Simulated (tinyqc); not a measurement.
# From one set of inputs to another, one input at a time

Model: speciation in dilute and buffered hydrofluoric acid, oxide etch rate and bath loading. Computed by tinyqc, a small Python program. Command: `OMP_NUM_THREADS=1 python tinyqc.py 3120891 3120892 out.jsonl hfetch ladder`. One thread of a shared host (Intel(R) Xeon(R) Processor @ 2.30GHz), about 0.01 s of CPU time with the checks.

Concentrations stand for activities, NH4+ and Cl- are spectators, and water ionisation is neglected. H, F and HF2 denote the ions H+, F- and HF2-. The base temperature is 298 K.

The inputs printed are set A. Inputs not listed in the table keep their values of set A, so the rows need not describe a real material.

Inputs (values chosen for the exercise, of the order of those for thermal oxide at room temperature): HF added = 0.062 mol/L; NH4F added = 0.15 mol/L; HCl added = 0 mol/L; K1 = [H][F]/[HF] = 0.00075 mol/L; K2 = [HF2]/([HF][F]) = 4.42 L/mol; K3 = [H2F2]/[HF]^2 = 0 L/mol; rate constant of neutral HF k_a = 15 nm L/(min mol); rate constant of HF2 k_b = 48 nm L/(min mol); activation energy = 0.38 eV; temperature error = 0.25 K; oxide removed per wafer = 94 nm.

Constants: k_B = 8.617333262e-05 eV/K.

Method:
- Fluoride balance: [HF] + [F] + 2 [HF2] + 2 [H2F2] = HF added + NH4F added. Acid balance: [H] + [HF] + [HF2] + 2 [H2F2] = HF added + HCl added. For a trial [H], [HF] = [H][F]/K1, and the fluoride balance is a quadratic in [F].
- The root is refined to 1e-13 in pH = -log10 [H].
- Rate = k_a ([HF] + 2 [H2F2]) + k_b [HF2], an empirical two-term form.
- Time = oxide/rate; a temperature error changes the rate by exp((E_a/k_B)(1/298 - 1/(298 + error))) - 1.

Each row keeps all changes above it:
```
input moved                                          from        to      pH  [HF2] (mol/L)  share of HF2 in the rate (%)
set A                                                   -         -  3.6357        0.02231                        64.404
HF added (mol/L)                                    0.062      0.87  1.8502        0.12531                        35.437
rate constant of HF2 k_b (nm L/(min mol))              48        54  1.8502        0.12531                        38.176
K2 = [HF2]/([HF][F]) (L/mol)                         4.42       4.3  1.8574        0.12436                        37.959
NH4F added (mol/L)                                   0.15       3.4  4.6865        0.79859                        97.577
K1 = [H][F]/[HF] (mol/L)                          0.00075  0.000669  4.7361        0.79859                        97.577
rate constant of neutral HF k_a (nm L/(min mol))       15         8  4.7361        0.79859                        98.693
```

Which inputs carry the difference?

pH goes from 3.64 to 4.74, a factor 1.30 in all. The largest single move comes from NH4F added (a factor 2.52), and HF added works against it (a factor 0.509). [HF2] goes from 0.0223 to 0.799, a factor 35.8 in all. The largest single move comes from NH4F added (a factor 6.42). Share of HF2 in the rate goes from 64.4 to 98.7, a factor 1.53 in all. The largest single move comes from NH4F added (a factor 2.57), and HF added works against it (a factor 0.550). The single moves hold for this order of the switches; the total does not depend on the order.

Caution (rows NH4F added, K1 = [H][F]/[HF], rate constant of neutral HF k_a): at ionic strengths above about 0.5 mol/L activities differ much from concentrations, so pH and rates are only indicative.

Extremes, crossings and ranges named in words are read from the listed rows.
